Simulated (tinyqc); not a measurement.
Worked calculation: Hueckel theory of the pi electrons, for the molecule Bc1ccc[cH-]1 (SMILES; centres numbered as the heavy atoms are written). Computed by tinyqc, a small Python program that keeps every step. Settings: charge = -1. Command: `OMP_NUM_THREADS=1 python tinyqc.py 31415 31416 out.jsonl` (the two numbers bound the seeds that draw the settings). One thread of a shared host (Intel(R) Xeon(R) Processor @ 2.60GHz), about 0.01 s of CPU time with the checks.

## The Hueckel matrix

Centres:
```
centre  z_r, pi electrons of the neutral centre          h
1B                                            0  -0.890000
2C                                            1   0.000000
3C                                            1   0.000000
4C                                            1   0.000000
5C                                            1   0.000000
6C                                            1   0.000000
```

Bonds:
```
i  j         k
1  2  0.800000
2  3         1
3  4         1
4  5         1
5  6         1
6  2         1
```

H_rr = alpha + h_r beta, H_rs = k_rs beta for bonded centres.

Hueckel matrix in units of beta (H = alpha + beta A), lower triangle:
```
           1B        2C        3C        4C        5C        6C
1B  -0.890000
2C   0.800000  0.000000
3C   0.000000  1.000000  0.000000
4C   0.000000  0.000000  1.000000  0.000000
5C   0.000000  0.000000  0.000000  1.000000  0.000000
6C   0.000000  1.000000  0.000000  0.000000  1.000000  0.000000
```

## Orbitals

pi electrons, sum of z_r less the charge = 6

Diagonalise; E = alpha + x beta with beta < 0, so the largest x are filled first; degenerate levels share their electrons. P = sum n_i c_ri c_si; each orbital has its largest coefficient positive (the first on a tie).

x values: 2.047607  0.772301  0.618034  -0.802161  -1.618034  -1.907746

occupations: 2.000000  2.000000  2.000000  0.000000  0.000000  0.000000

coefficients:
```
         MO1        MO2        MO3        MO4        MO5        MO6
1B  0.131737   0.290046   0.000000   0.809031   0.000000  -0.493952
2C  0.483739   0.602680   0.000000   0.088830   0.000000   0.628397
3C  0.442559   0.116707   0.601501  -0.359240  -0.371748  -0.401830
4C  0.422448  -0.512547   0.371748   0.199339   0.601501   0.138193
5C  0.422448  -0.512547  -0.371748   0.199339  -0.601501   0.138193
6C  0.442559   0.116707  -0.601501  -0.359240   0.371748  -0.401830
```

charge and bond-order matrix P, lower triangle:
```
           1B         2C         3C         4C        5C        6C
1B   0.202963
2C   0.477063   1.194454
3C   0.184303   0.568840   1.142565
4C  -0.186021  -0.209095   0.701495   1.158727
5C  -0.186021  -0.209095  -0.192933   0.605940  1.158727
6C   0.184303   0.568840  -0.304649  -0.192933  0.701495  1.142565
```

## Energy, charges, bond orders

E = sum n x; q_r = z_r - P_rr; bond order p = P_rs; free valence = sqrt(3) - sum of p over the bonds of the atom.

pi energy = 6 alpha + this times beta = 6.875883

pi charges: 1B -0.202963, 2C -0.194454, 3C -0.142565, 4C -0.158727, 5C -0.158727, 6C -0.142565

Bond orders and lengths from R = 1.517 - 0.180 p (angstrom, C-C alone):
```
bond         p         R
1-2   0.477063         -
2-3   0.568840  1.414609
3-4   0.701495  1.390731
4-5   0.605940  1.407931
5-6   0.701495  1.390731
6-2   0.568840  1.414609
```

free valence of the carbons: 2C 0.117308, 3C 0.461716, 4C 0.424616, 5C 0.424616, 6C 0.461716

gap between the highest filled and the next level = 1.420195 |beta|
